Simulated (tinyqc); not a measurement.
Comparisons within one model: nanosheet or nanowire with hard walls, valleys of the Si type. A value that a table varies takes the place of the one given here.

Six ellipsoidal valleys along the cube axes: inverse mass tensor w = 1/mt + (1/ml - 1/mt) a a^T with a the unit axis. Device axes: x along the channel, z = [001], y = z x x.

Hard walls around a W x H rectangle. The block w_c of w in (y, z) confines; the transport mass follows from 1/m_x = w_xx - w_xc w_c^-1 w_cx. The cross-section problem c (w_yy ky^2 + 2 w_yz ky kz + w_zz kz^2), c = hbar^2/2m0, is solved in products sin(n pi y/W) sin(l pi z/H), n, l = 1 to 12; if w_yz = 0 the levels are c pi^2 (w_yy n^2/W^2 + w_zz l^2/H^2). The w_yz term couples (n, l) to (n', l') by -2 c w_yz D_nn'(W) D_ll'(H) with D_nm(L) = 4 n m/(L (n^2 - m^2)) for n + m odd and 0 otherwise.

Without degeneracy the line density is N1 exp((EF - Ec)/kB T) with N1 = sum 2 g sqrt(m_x kB T/(4 pi c)) exp(-E/kB T), here over n, l up to 80 where w_yz = 0 and over all levels of a 12 x 12 sine basis otherwise; the classical value is W H Nc with Nc = 2 g_all (m_dos kB T/(4 pi c))^(3/2), m_dos = (ml mt^2)^(1/3); dVt = kB T ln(W H Nc/N1).

Constants: hbar^2/2m0 = 3.80998211 eV angstrom^2; kB = 8.617333262e-05 eV/K.

Values chosen for the exercise (near those of Si; shifted at random, so the results belong to these values and not to a real crystal):
- ml = 0.913 m0 (longitudinal mass)
- mt = 0.188 m0 (transverse mass)
- T = 300 K (temperature)
- g_all = 6 (number of valleys)
- channel = 110 (transport direction x on a (001) wafer)
- H = 50 angstrom (height, along z = [001])
- Ws = (30, 40, 60, 90, 140, 220, 350) angstrom (widths)
- W = 85 angstrom (width, along y)

## From wire to sheet

Valleys:

| group | valleys g | w_yy | w_zz | \|w_yz\| | m_x (m0) |
|---|---|---|---|---|---|
| A | 2 | 5.31915 | 1.09529 | 0.00000 | 0.18800 |
| B | 4 | 3.20722 | 5.31915 | 0.00000 | 0.55050 |

Lowest level of each group (groups ordered by w_zz, then w_yy) and dVt against the width.

Results:

| W (angstrom) | A1 (eV) | B1 (eV) | dVt (mV) |
|---|---|---|---|
| 30 | 0.2387 | 0.2140 | 179.2 |
| 40 | 0.1415 | 0.1554 | 119.4 |
| 60 | 0.0720 | 0.1135 | 74.1 |
| 90 | 0.0412 | 0.0949 | 55.6 |
| 140 | 0.0267 | 0.0862 | 47.1 |
| 220 | 0.0206 | 0.0825 | 42.8 |
| 350 | 0.0181 | 0.0810 | 40.3 |

dVt falls from 179 to 40 mV. The lowest group changes from B to A between W = 30 and 40 angstrom (H = 50). At the widest W the lowest level is 0.0181 eV; the film limit c pi^2 w_zz/H^2 of that group is 0.0165 eV.

## Channel direction

The same rectangle along [100] and [110]; groups ordered by w_zz, then w_yy.

Lowest level of each group:

| channel, group | valleys g | w_yy | w_zz | \|w_yz\| | m_x (m0) | E (eV) |
|---|---|---|---|---|---|---|
| [100] A | 2 | 5.319 | 1.095 | 0.000 | 0.188 | 0.0442 |
| [100] B | 2 | 1.095 | 5.319 | 0.000 | 0.188 | 0.0857 |
| [100] C | 2 | 5.319 | 5.319 | 0.000 | 0.913 | 0.1077 |
| [110] A | 2 | 5.319 | 1.095 | 0.000 | 0.188 | 0.0442 |
| [110] B | 4 | 3.207 | 5.319 | 0.000 | 0.550 | 0.0967 |

The lowest subband has m_x = 0.188 m0 and 2 valleys along [100], and 0.188 m0 and 2 valleys along [110]; its edge lies at 0.0442 and 0.0442 eV. These valleys have their axis along z, so turning the channel in the wafer plane leaves them alone; only the higher groups change.

## What each parameter does

E1 and E2 are the two lowest subband edges over all groups. Each row changes one parameter from the base and keeps the others.

Results:

| case | E1 (eV) | E2 - E1 (meV) | m_x of lowest (m0) | dVt (mV) |
|---|---|---|---|---|
| base | 0.0442 | 49.4 | 0.188 | 57.3 |
| W = 100 angstrom | 0.0365 | 49.4 | 0.188 | 52.9 |
| H = 58 angstrom | 0.0399 | 36.2 | 0.188 | 49.5 |
| T = 350 K | 0.0442 | 49.4 | 0.188 | 59.4 |
| ml = 1.004 m0 | 0.0427 | 44.9 | 0.188 | 56.6 |
| mt = 0.169 m0 | 0.0473 | 49.4 | 0.169 | 61.1 |

The largest shifts from the base row, up to three for each result and ties (the steps differ in size, so this ranks the rows, not the parameters). E1 (eV): W -0.0077, H -0.0042, mt +0.0031; unchanged at the printed digits by T. E2 - E1 (meV): H -13.2, ml -4.5; unchanged at the printed digits by W, T and mt. m_x of lowest (m0): mt -0.019; unchanged at the printed digits by W, H, T and ml. dVt (mV): H -7.8, W -4.4, mt +3.8.

(tinyqc, `OMP_NUM_THREADS=1 python tinyqc.py 1251355 1251356 out.jsonl`, Intel(R) Xeon(R) Processor @ 2.30GHz, 1 thread, shared host, about 0.03 s.)
